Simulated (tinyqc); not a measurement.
Recursion (Haydock) method for the local density of states: impurity site of a cubic lattice, step by step. Values are carried at full precision from step to step, so a last printed digit may differ when a step is redone from the rounded ones.

One orbital a site at energy 0, hopping -t to the 6 nearest neighbours of a cubic lattice; the start u0 is a site in the bulk, with energy V. Recursion: a_n = <u_n|H|u_n>, b_(n+1) u_(n+1) = (H - a_n) u_n - b_n u_(n-1), b > 0. G(z) = 1/(z - a0 - b1^2/(z - a1 - b2^2/(...))), z = E + i eta. After n levels the tail is b_n^2 T with the square-root terminator T = (z - sqrt(z - 2b) sqrt(z + 2b))/(2 b^2), b = 3t so that the band edges lie at -/+ 6t.

Values chosen for the exercise: t = 1.05 eV (hopping); V = -0.2 eV (shift of the starting site); n = 4 (levels kept); E = -1.52 eV (energy); eta = 0.053 eV (broadening).

## The coefficients

Carry the recursion for n levels; the lattice is large enough that no wall is met.

Coefficients:
```
n  a_n (eV)  b_(n+1) (eV)  b_(n+1)^2/t^2
0   -0.2000       2.57196         6.0000
1    0.0000       3.15000         9.0000
2    0.0000       3.22684         9.4444
3    0.0000       3.07124         8.5556
```

b1^2/t^2 = 6 counts the neighbours of the start. Only a0 = V differs from zero: u_n lies on one sublattice and is orthogonal to the start. The b_n tend to a quarter of the band width, 3.150 eV.

## Moments from the coefficients

For a1 = a2 = 0: mu1 = a0, mu2 = a0^2 + b1^2, mu3 = a0^3 + 2 a0 b1^2, mu4 = a0^4 + 3 a0^2 b1^2 + b1^4 + b1^2 b2^2.

mu1 to mu4 (eV^n): -0.200  6.655  -2.654  110.191

## The continued fraction at one energy

Start from the terminator and work up: G_i = 1/(z - a_i - S_i), S_i = b_(i+1)^2 G_(i+1), with T in place of G_n. The density is -Im G_0/pi.

Levels of the fraction:
```
i         S_i (eV)       G_i (1/eV)
3  -0.7162-2.8809i  -0.0869-0.3170i
2  -0.9044-3.3012i  -0.0529-0.2884i
1  -0.5252-2.8618i  -0.1049-0.3073i
0  -0.6937-2.0327i  -0.1321-0.4398i
```

local density of states = 0.1400 1/eV

A direct sum over the zone gives 0.1418 1/eV at the same z; 4 levels miss it by -1.3 %.

## Checks

- G from 7 levels against a direct sum over the zone at E = 10.2800 eV, above the band (1/eV): both 0.10245.

Computed by tinyqc, a small Python program: `OMP_NUM_THREADS=1 python tinyqc.py 1481011 1481012 out.jsonl` (the numbers bound the seed that draws the inputs); one thread of a shared host (Intel(R) Xeon(R) Processor @ 2.30GHz), about 0.2 s for the whole set of steps.
